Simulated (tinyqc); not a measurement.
Thermal displacements in the Debye model: Debye-Waller factors, bond-length spread and the Lindemann rule: one step, computed by the program tinyqc.

A Debye spectrum with three branches of one velocity, cut at k_B Theta; 4 atoms per cube, nearest neighbours at d = 0.707107 a.

Question. Recoil-free fraction. A nucleus of this mass is supposed to emit a gamma ray of the energy chosen: recoil energy E_R = E^2/(2 M c^2), wave number k_g = E/(hbar c), recoil-free fraction f = exp(-k_g^2 <u_x^2>).

Inputs (values chosen for the exercise, modelled on nickel):
```
quantity                 value  unit
atomic mass M            58.69     u
Debye temperature Theta    391     K
temperature T              150     K
gamma-ray energy E        35.5   keV
```

Structure: fcc.

<u_x^2> = 0.002864015 angstrom^2

Constants: e = 1.602176634e-19 C; u = 1.6605390666e-27 kg; c = 299792458 m/s; hbar = 6.582119569e-16 eV s; k_B = 8.617333262e-05 eV/K.

Give: recoil energy; k_g; recoil-free fraction f.

Answer.

recoil energy = 11.53 meV

k_g = 17.99 1/angstrom

recoil-free fraction f = 0.3958
